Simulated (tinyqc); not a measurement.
Free-carrier optics of a doped semiconductor (Drude model with one polar phonon), step by step. Values are carried at full precision from step to step, so a last printed digit may differ when a step is redone from the rounded ones.

eps(E) = ei [1 - Ep^2/(E^2 + i E Gam)] + (es - ei) wT^2/(wT^2 - E^2 - i E gT), with Ep^2 = 8 pi c (e^2/(4 pi eps0)) N/(m ei), c = hbar^2/2m0, N in 1/angstrom^3 (1e-24 per 1/cm^3); Gam = hbar/tau, tau = mu m m0/e with m0/e = 5.685630e-12 kg/C and mu in m^2/(V s). Energies in meV.

Constants: hbar^2/2m0 = 3.80998211 eV angstrom^2; e^2/(4 pi eps0) = 14.39964547 eV angstrom; hbar = 6.58211957e-16 eV s; hbar c = 1973.269805 eV angstrom.

Values chosen for the exercise (mass and dielectric values near those of GaP; N and mu are free inputs; interband absorption and the rise of the mass with filling are left out; shifted at random, so the results belong to these values and not to a real crystal):
- N = 3e+17 1/cm^3 (carrier density)
- m = 0.363 m0 (conductivity mass)
- mu = 82 cm^2/(V s) (mobility)
- ei = 9.31 (high-frequency dielectric constant)
- wT = 46.1 meV (TO phonon)
- es = 11.46 (static dielectric constant)
- gT = 0.4 meV (phonon damping)
- E = 10.1 meV (photon energy)

## Plasma energy and damping

Evaluate Ep, tau, Gam, the plasma wavelength hc/Ep (hc = 1239.841984 eV nm) and the dc resistivity 1/(e N mu), e = 1.602176634e-19 C.

Ep = 11.063 meV
tau = 16.92 fs
Gam = 38.893 meV
plasma wavelength = 112.07 micrometre
rho = 0.254 ohm cm

Ep/Gam = 0.28: the free-carrier part of eps1 has no zero, and the plasma mode is overdamped (Ep/Gam below 1/2).

## Dielectric function at one energy

Insert the numbers.

free-carrier term = -0.7058+2.7177i
eps = 10.8626+2.7222i

## Optical constants

n + i k = sqrt(eps1 + i eps2) with k >= 0; R = ((n - 1)^2 + k^2)/((n + 1)^2 + k^2) at normal incidence from vacuum; alpha = 2 E k/(hbar c), times 1e8 for 1/cm; loss function Im(-1/eps) = eps2/(eps1^2 + eps2^2).

Convert eps at the photon energy E (in meV) into the optical constants.

n = 3.3212
k = 0.4098
R = 0.2949
alpha = 420 1/cm

Light of this energy penetrates 1/alpha = 23.8 micrometre.

## Coupled plasmon-phonon modes

Without damping eps = 0 gives E^4 - (wL^2 + Ep^2) E^2 + Ep^2 wT^2 = 0 with wL = wT sqrt(es/ei) (Lyddane-Sachs-Teller).

wL = 51.15 meV

L-, L+ (meV): [9.93, 51.38]

L+ lies 0.23 meV above the larger of wL and Ep; L- lies below wT by 36.17 meV. The carrier damping, Gam = 38.9 meV, exceeds Ep here, so the plasmon-like mode is strongly broadened and mainly the phonon-like one would be seen.

## Checks

- Integral of E eps2 of the free-carrier term against (pi/2) ei Ep^2 (meV^2): both 1790.0.

Run: tinyqc, `OMP_NUM_THREADS=1 python tinyqc.py 1650953 1650954 out.jsonl`; Intel(R) Xeon(R) Processor @ 2.30GHz, one thread, shared host; about 0.01 s of CPU time with all checks.
